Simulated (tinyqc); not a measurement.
Worked calculation: plane-wave Kohn-Sham cycle with exchange-only LDA in a layered model solid. Computed by tinyqc, a small Python program that keeps every step. Settings: points = 16, plane-wave index or count = 3, electrons = 4, k points = 4, area = 40.0, mixing = 0.3, iteration cap = 53, Kerker q0 = 0.67. Command: `OMP_NUM_THREADS=1 python tinyqc.py 29784 29785 out.jsonl` (the two numbers bound the seeds that draw the settings). One thread of a shared host (Intel(R) Xeon(R) Processor @ 2.60GHz), about 0.03 s of CPU time with the checks. Later iterations appear only in the table of the cycle.

## Iteration 1: potential

A solid whose potential varies along x alone (atomic units):
```
parameter,value
period a,5.100000
cross-section of the cell,40.000000
electrons per cell,4
grid points,16
"plane waves -n..n, n",3
k points,4
V1 in V1 cos(2 pi x/a),-0.320000
V2 in V2 cos(4 pi x/a),0.200000
```

density at the start, on the grid x_j = j a/N (e/bohr^3): 0.01960784  0.01960784  0.01960784  0.01960784  0.01960784  0.01960784  0.01960784  0.01960784  0.01960784  0.01960784  0.01960784  0.01960784  0.01960784  0.01960784  0.01960784  0.01960784

V_H(G) = 4 pi rho(G)/G^2 for G != 0 (uniform background); v_x = -(3 rho/pi)^(1/3); V = V_ext + V_H + v_x; Fourier components f(G_m) = (1/N) sum_j f(x_j) exp(-i G_m x_j).

Potentials on the grid (hartree):
```
x,V_ext,V_H,v_x,V
0.000000,-0.120000,0.000000,-0.265542,-0.385542
0.318750,-0.154220,0.000000,-0.265542,-0.419762
0.637500,-0.226274,0.000000,-0.265542,-0.491816
0.956250,-0.263880,0.000000,-0.265542,-0.529422
1.275000,-0.200000,0.000000,-0.265542,-0.465542
1.593750,-0.018963,0.000000,-0.265542,-0.284505
1.912500,0.226274,0.000000,-0.265542,-0.039268
2.231250,0.437063,0.000000,-0.265542,0.171520
2.550000,0.520000,0.000000,-0.265542,0.254458
2.868750,0.437063,0.000000,-0.265542,0.171520
3.187500,0.226274,0.000000,-0.265542,-0.039268
3.506250,-0.018963,0.000000,-0.265542,-0.284505
3.825000,-0.200000,0.000000,-0.265542,-0.465542
4.143750,-0.263880,0.000000,-0.265542,-0.529422
4.462500,-0.226274,0.000000,-0.265542,-0.491816
4.781250,-0.154220,0.000000,-0.265542,-0.419762
```

V(G_m), m = 0, 1, 2, ... (hartree): -0.265542  -0.160000  0.100000  0.000000  0.000000  0.000000  0.000000

## Iteration 1: Hamiltonian at one k

k = 0.125000 2 pi / a

H(m,m') = (k + G_m)^2/2 delta + V(G_m - G_m'), with V(-G) = V(G).

H (hartree), lower triangle:
```
,-3,-2,-1,+0,+1,+2,+3
-3,6.007310
-2,-0.160000,2.402495
-1,0.100000,-0.160000,0.315497
+0,0.000000,0.100000,-0.160000,-0.253684
+1,0.000000,0.000000,0.100000,-0.160000,0.694951
+2,0.000000,0.000000,0.000000,0.100000,-0.160000,3.161404
+3,0.000000,0.000000,0.000000,0.000000,0.100000,-0.160000,7.145673
```

## Iteration 1: levels at that k

Diagonalise the Hermitian matrix.

eigenvalues (hartree): -0.315856  0.296705  0.742420  2.411701  3.168412  6.016418  7.153847

## Iteration 1: new density

Motion across x is left out: the lowest 2 band(s) hold two electrons at each of the k points (j + 1/2)/nk - 1/2. Residual R = rho(out) - rho(in); rho(new) = rho(in) + 0.3 R, with R(G) scaled by G^2/(G^2 + 0.67^2) (Kerker). rho(out) = 2/(a A nk) sum |psi|^2 with psi = sum c exp(i G x). Harris energy E = band energy - dV sum rho (V_H/2 + v_x) + (3/4) dV sum rho v_x with rho(in), dV = a A/N, band energy = (2/nk) sum of the filled levels.

rho(out) (e/bohr^3): 0.01910722  0.02051274  0.02362871  0.02581209  0.02478889  0.02058590  0.01538484  0.01152064  0.01015063  0.01152064  0.01538484  0.02058590  0.02478889  0.02581209  0.02362871  0.02051274

density after iteration 1 (e/bohr^3): 0.01921562  0.01962997  0.02056052  0.02125382  0.02105670  0.01996820  0.01859563  0.01757939  0.01722144  0.01757939  0.01859563  0.01996820  0.02105670  0.02125382  0.02056052  0.01962997

energy per cell = 0.06346710 hartree

## Iteration 2: potential

As before.

Potentials on the grid (hartree):
```
x,V_ext,V_H,v_x,V
0.000000,-0.120000,0.006776,-0.263760,-0.376984
0.318750,-0.154220,0.006980,-0.265642,-0.412882
0.637500,-0.226274,0.007099,-0.269775,-0.488950
0.956250,-0.263880,0.006027,-0.272774,-0.530627
1.275000,-0.200000,0.002952,-0.271928,-0.468976
1.593750,-0.018963,-0.001874,-0.267159,-0.287996
1.912500,0.226274,-0.007130,-0.260892,-0.041748
2.231250,0.437063,-0.011133,-0.256050,0.169879
2.550000,0.520000,-0.012619,-0.254300,0.253081
2.868750,0.437063,-0.011133,-0.256050,0.169879
3.187500,0.226274,-0.007130,-0.260892,-0.041748
3.506250,-0.018963,-0.001874,-0.267159,-0.287996
3.825000,-0.200000,0.002952,-0.271928,-0.468976
4.143750,-0.263880,0.006027,-0.272774,-0.530627
4.462500,-0.226274,0.007099,-0.269775,-0.488950
4.781250,-0.154220,0.006980,-0.265642,-0.412882
```

V(G_m), m = 0, 1, 2, ... (hartree): -0.265406  -0.157813  0.101756  0.000292  -0.000029  0.000005  0.000000

## Iteration 2: Hamiltonian at one k

k = 0.125000 2 pi / a

As before.

H (hartree), lower triangle:
```
,-3,-2,-1,+0,+1,+2,+3
-3,6.007446
-2,-0.157813,2.402631
-1,0.101756,-0.157813,0.315633
+0,0.000292,0.101756,-0.157813,-0.253548
+1,-0.000029,0.000292,0.101756,-0.157813,0.695087
+2,0.000005,-0.000029,0.000292,0.101756,-0.157813,3.161540
+3,0.000000,0.000005,-0.000029,0.000292,0.101756,-0.157813,7.145809
```

## Iteration 2: levels at that k

As before.

eigenvalues (hartree): -0.314365  0.295586  0.742732  2.411822  3.168542  6.016420  7.153861

## Iteration 2: new density

As before.

rho(out) (e/bohr^3): 0.01897995  0.02040599  0.02357948  0.02583480  0.02485816  0.02065524  0.01542587  0.01153534  0.01015579  0.01153534  0.01542587  0.02065524  0.02485816  0.02583480  0.02357948  0.02040599

density after iteration 2 (e/bohr^3): 0.01895934  0.01967253  0.02127473  0.02246731  0.02211977  0.02022629  0.01783700  0.01606524  0.01544040  0.01606524  0.01783700  0.02022629  0.02211977  0.02246731  0.02127473  0.01967253

energy per cell = 0.06387632 hartree

## Convergence

Stop when sqrt(dV sum R^2) is below 1e-8, dV = a A/N.

Course of the cycle:
```
iteration,E (hartree),norm of the residual
1,0.06346710,7.34e-02
2,0.06387632,5.47e-02
3,0.06408215,4.07e-02
4,0.06418396,3.04e-02
5,0.06423527,2.27e-02
6,0.06426235,1.70e-02
7,0.06427754,1.27e-02
8,0.06428656,9.52e-03
9,0.06429216,7.14e-03
10,0.06429572,5.36e-03
11,0.06429800,4.02e-03
...,...,...
43,0.06430202,4.86e-07
44,0.06430202,3.68e-07
45,0.06430202,2.78e-07
46,0.06430202,2.10e-07
47,0.06430202,1.59e-07
48,0.06430202,1.20e-07
49,0.06430202,9.11e-08
50,0.06430202,6.90e-08
51,0.06430202,5.22e-08
52,0.06430202,3.95e-08
53,0.06430202,2.99e-08
```

Not converged within 53 iterations: the residual falls steadily but slowly, by a factor of about 0.76 a step. Reruns (cap 100 unless said): mixing 0.1: not converged; mixing 0.5, Kerker q0 1.0: converged in 42 (E = 0.06430); mixing 0.3, Pulay depth 5: converged in 8 (E = 0.06430); the original settings with a cap of 400: converged in 57 (E = 0.06430).
